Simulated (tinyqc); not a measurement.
Charge control and current of a heterostructure field-effect transistor: one step, computed by the program tinyqc. Command: `OMP_NUM_THREADS=1 python tinyqc.py 3019313 3019314 out.jsonl hemt walk`. One thread of a shared host (Intel(R) Xeon(R) Processor @ 2.30GHz), about 0.01 s of CPU time with the checks.

Two subbands in a triangular well; E_F is counted from the conduction band edge of the channel at the interface.

Question. Saturation current. With V = e n_s/C_g and V_c = v_s L/mu: for v = mu F up to v_s, I/W = C_g v_s V_c (sqrt(1 + (V/V_c)^2) - 1) and V_Dsat = V + V_c - sqrt(V^2 + V_c^2); g_m = dI/dV; extrinsic g_m/(1 + g_m R_S); f_T = g_m/(2 pi C_g L).

Inputs (values chosen for the exercise, modelled on AlGaAs/GaAs):

| quantity | value | unit |
|---|---|---|
| permittivity eps (barrier and channel) | 12.6 | - |
| conduction band offset dE_c | 0.22 | eV |
| mobility mu | 7600 | cm^2/(V s) |
| saturation velocity v_s | 1.3 | 1e7 cm/s |
| gate length L | 2000 | nm |
| source resistance R_S | 1 | ohm mm |
| temperature T | 300 | K |
| spacer between delta layer and channel | 2.4 | nm |

Charge source: delta doping. Velocity law: two-piece.

sheet density n_s = 2.034549e+12 1/cm^2

gate capacitance C_g = 0.2365263 microfarad/cm^2

Constants: e = 1.602176634e-19 C.

Give: V; V_c; V_Dsat; saturation current I/W; intrinsic g_m; extrinsic g_m; intrinsic f_T.

Answer.

V = 1.378 V

V_c = 0.3421 V

V_Dsat = 0.3003 V

saturation current I/W = 331.4 mA/mm

intrinsic g_m = 298.4 mS/mm

extrinsic g_m = 229.8 mS/mm

intrinsic f_T = 10.04 GHz

V/V_c = 4.03: velocity saturation rules; I is 78 % of e n_s v_s = 424 mA/mm. Caution: E_F lies above the conduction band minimum of the barrier, so electrons would spill into the barrier.
